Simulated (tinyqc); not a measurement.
Inputs raised by 5 %, one at a time: microkinetic model of low-temperature epitaxy from hydride gases: adsorption, hydrogen desorption and rate control. Computed by tinyqc, a small Python program. Command: `OMP_NUM_THREADS=1 python tinyqc.py 3009636 3009637 out.jsonl hepi sens`. One thread of a shared host (Intel(R) Xeon(R) Processor @ 2.30GHz), about 0.05 s of CPU time with the checks.

Each hydride molecule needs two free sites and leaves four hydrogen atoms, of which two leave at once as H2; theta is the hydrogen coverage, the site density is 6.78 per nm^2 and one layer is 1.358 angstrom thick.

Inputs (values chosen for the exercise, close to those used for silane and germane on Si(001)): silane pressure p_S = 4.2 Pa; sticking prefactor of silane s0 = 0.045; adsorption barrier E_s = 0.25 eV; desorption prefactor nu_d = 3.9e+11 1/s; desorption energy on silicon E_d = 2.19 eV; hydrogen carrier pressure p_H = 0 Pa; sticking of hydrogen s_H = 1e-07; temperature T = 480 C; germane pressure p_G = 0.25 Pa; sticking ratio of germane to silane r_G = 1.5; lowering of E_d per unit germanium fraction, dE = 0.41 eV.

Film: silicon-germanium. Order of hydrogen desorption: first.

Constants: k_B = 8.617333262e-05 eV/K; u = 1.6605390666e-27 kg; k_B = 1.380649e-23 J/K.

Method:
- Flux per site F = p/(sqrt(2 pi M k_B T) x 6.78e18 per m^2), M = 32.12 u (silane), 76.63 u (germane), 2.016 u (hydrogen); s = s0 exp(-E_s/(k_B T)); k_S = s F_S, k_G = r_G s F_G; germanium fraction x = k_G/(k_S + k_G); k = k_S + k_G; k_H = s_H F_H; k_d = nu_d exp(-(E_d - dE x)/(k_B T)).
- Temperatures in kelvin are T(C) + 273.15.
- With k the hydride and k_H the hydrogen adsorption rate on free pairs and k_d the desorption rate, steady state: 2 (k + k_H)(1 - theta)^2 = k_d theta; growth rate R = k (1 - theta)^2 layers/s; 1 layer/s = 8.148 nm/min.
- With c = 2 (k + k_H)/k_d the free share is 1 - theta = 2/(1 + sqrt(1 + 4c)).
- X_i = d ln R/d ln k_i at fixed other constants. With f = 1 - theta and a = 2/f + 1/theta: d ln f/d ln k_d = 1/(a f), so X_d = 2/(a f), X_k = 1 - X_d k/(k + k_H), X_H = -X_d k_H/(k + k_H); they sum to 1.

Runs:
```
input moved                                            from       to  growth rate G (nm/min)  hydrogen coverage theta  X_d (desorption)  germanium fraction x
base run                                                  -        -               0.0049331                  0.99245           0.99621              0.054647
silane pressure p_S (Pa)                                4.2     4.41               0.0048579                  0.99267           0.99632              0.052180
sticking prefactor of silane s0                       0.045  0.04725               0.0049340                  0.99263           0.99630              0.054647
adsorption barrier E_s (eV)                            0.25   0.2625               0.0049293                  0.99169           0.99583              0.054647
germane pressure p_G (Pa)                              0.25   0.2625               0.0050137                  0.99239           0.99618              0.057223
sticking ratio of germane to silane r_G                 1.5    1.575               0.0050137                  0.99239           0.99618              0.057223
lowering of E_d per unit germanium fraction, dE (eV)   0.41   0.4305               0.0050186                  0.99238           0.99618              0.054647
```

Exponents ln(y'/y) / ln(x'/x):
```
input                                            growth rate G  hydrogen coverage theta  X_d (desorption)  germanium fraction x
silane pressure p_S                                     -0.315                    0.005             0.002                -0.947
sticking prefactor of silane s0                          0.004                    0.004             0.002                 0.000
adsorption barrier E_s                                  -0.016                   -0.016            -0.008                 0.000
germane pressure p_G                                     0.332                   -0.001            -0.001                 0.944
sticking ratio of germane to silane r_G                  0.332                   -0.001            -0.001                 0.944
lowering of E_d per unit germanium fraction, dE          0.352                   -0.001            -0.001                 0.000
```

Among the inputs moved here: growth rate G answers most in size to lowering of E_d per unit germanium fraction, dE (exponent +0.352), next to germane pressure p_G (+0.332). Its exponent +0.004 in sticking prefactor of silane s0: hydrogen desorption limits. Hydrogen coverage theta answers most in size to adsorption barrier E_s (exponent -0.016), next to silane pressure p_S (+0.005). X_d (desorption) answers most in size to adsorption barrier E_s (exponent -0.008). Germanium fraction x answers most in size to silane pressure p_S (exponent -0.947), and about equally to germane pressure p_G (+0.944), sticking ratio of germane to silane r_G (+0.944); its exponent is below 0.0005 for sticking prefactor of silane s0, adsorption barrier E_s, lowering of E_d per unit germanium fraction, dE. Its exponent 0.000 in sticking prefactor of silane s0: both hydrides share s.
